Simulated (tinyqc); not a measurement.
# Surface potential of a MOS transistor: implicit equation and explicit approximations: effect of the acceptor density at fixed gate voltage

p-type body, charge-sheet picture, depletion and inversion only, full ionisation (an idealisation for deep acceptors), Boltzmann statistics (rough once Na exp(x - xn) passes about Nc/7). In units of Vt: xg = (Vg - Vfb)/Vt, x = psi/Vt, G = gamma/sqrt(Vt), xn = (2 phiF + Vc)/Vt. The implicit equation is (xg - x)^2 = G^2 [x - 1 + exp(x - xn)] for x above about 3. Cox = eps0 eox/tox.

ni = sqrt(Nc Nv) exp(-Eg/(2 Vt)), Eg in volts; phiF = Vt ln(Na/ni); gamma = sqrt(2 q eps0 eps_r Na)/Cox; VT = Vfb + Vt (xn + G sqrt(xn - 1)). Depletion value a = 1 + [sqrt(G^2/4 + xg - 1) - G/2]^2; inversion value b = xn + ln[(xg - xn)^2/G^2 - xn + 1] and first guess y = min(a, b) - ln(1 + exp(-|a - b|)) if a > xn + 1, else b = y = a; one second-order correction with D = exp(y - xn), p = 2 (xg - y) + G^2 (1 + D), w = (xg - y)^2 - G^2 (y - 1 + D): z = y + 2 w/(p + sqrt(p^2 - 2 (2 - G^2 D) w)), or the Newton step z = y + w/p where the root is not real. N_inv = (Cox Vt G/q) [sqrt(x - 1 + exp(x - xn)) - sqrt(x - 1)] at the root. Lambert form (Cox m Vt/q) W0[(G/(2 m sqrt(xn - 1))) exp((Vg - VT)/(m Vt))], m = 1 + G/(2 sqrt(xn - 1)). Errors under 1e-4 mV, and the linear form below VT, are printed as 0. Vfb is held fixed.

Values chosen for this exercise; band and dielectric values close to those of silicon: temperature T = 300 K; band gap Eg = 1.13 eV; relative permittivity eps_r = 11.9; conduction-band density of states at T Nc = 2.82e19 cm^-3; valence-band density of states at T Nv = 2.62e19 cm^-3; relative permittivity of the gate insulator (close to silicon dioxide) eox = 3.9; insulator thickness tox = 1.3 nm; flat-band voltage Vfb = -0.58 V; channel-body voltage Vc = 0.2 V; gate-body voltage Vg = 1 V.

Constants: q = 1.602176634e-19 C, kB = 1.380649e-23 J/K, Vt = kB T/q, eps0 = 8.8541878128e-14 F/cm where lengths are in cm. Results are converted to the units shown.

Result of one run:

| Na (cm^-3) | psi (V) | x - xn | error of y (mV) | error of z (mV) | N_inv (cm^-2) | Cox (Vg - VT)/q (cm^-2) | Lambert form (cm^-2) |
|---|---|---|---|---|---|---|---|
| 2.9e17 | 1.240 | 5.615 | 20.8 | 5.99 | 3.478e12 | 6.017e12 | 3.738e12 |

What becomes of these results when the acceptor density Na is changed from 2.9e17 to 1.4e17 cm^-3, all else the same?

Result of the changed run:

| Na (cm^-3) | psi (V) | x - xn | error of y (mV) | error of z (mV) | N_inv (cm^-2) | Cox (Vg - VT)/q (cm^-2) | Lambert form (cm^-2) |
|---|---|---|---|---|---|---|---|
| 1.4e17 | 1.226 | 6.517 | 21.2 | 6.27 | 4.381e12 | 7.283e12 | 4.776e12 |

The whole series:

| Na (cm^-3) | psi (V) | x - xn | error of y (mV) | error of z (mV) | N_inv (cm^-2) | Cox (Vg - VT)/q (cm^-2) | Lambert form (cm^-2) |
|---|---|---|---|---|---|---|---|
| 3.3e16 | 1.195 | 8.187 | 22.8 | 7.25 | 5.679e12 | 9.255e12 | 6.371e12 |
| 6.8e16 | 1.211 | 7.363 | 22.0 | 6.73 | 5.095e12 | 8.337e12 | 5.634e12 |
| 1.4e17 | 1.226 | 6.517 | 21.2 | 6.27 | 4.381e12 | 7.283e12 | 4.776e12 |
| 2.9e17 | 1.240 | 5.615 | 20.8 | 5.99 | 3.478e12 | 6.017e12 | 3.738e12 |
| 5.8e17 | 1.251 | 4.639 | 21.2 | 6.08 | 2.397e12 | 4.539e12 | 2.543e12 |
| 1.2e18 | 1.252 | 3.221 | 19.5 | -3.76 | 1.040e12 | 2.572e12 | 1.086e12 |
| 2.4e18 | 1.207 | 0.1046 | 3.85 | -2.06e-3 | 7.374e10 | 1.256e11 | 7.420e10 |
| 5e18 | 1.078 | -6.354 | 8.66e-3 | 0 | 1.779e8 | 0 | 1.586e8 |

As Na goes from 3.3e16 to 5e18, psi goes from 1.19 through a maximum of 1.25 (at Na = 1.2e18 among the rows listed) to 1.08 V, x - xn falls from 8.19 to -6.35 and N_inv falls from 5.68e12 to 1.78e8 cm^-2. The Lambert form lies between 0.892 and 1.12 times N_inv. For Na = 3.3e16, 6.8e16, 1.4e17, 2.9e17, 5.8e17, 1.2e18 the electron quasi-Fermi level lies less than 2 Vt below the band edge at the surface, or above it, where degeneracy and confinement, left out, matter.

Program tinyqc, `OMP_NUM_THREADS=1 python tinyqc.py 2122224 2122225 out.jsonl`; Intel Xeon 2.30GHz, shared host, one thread, about 0.01 s.
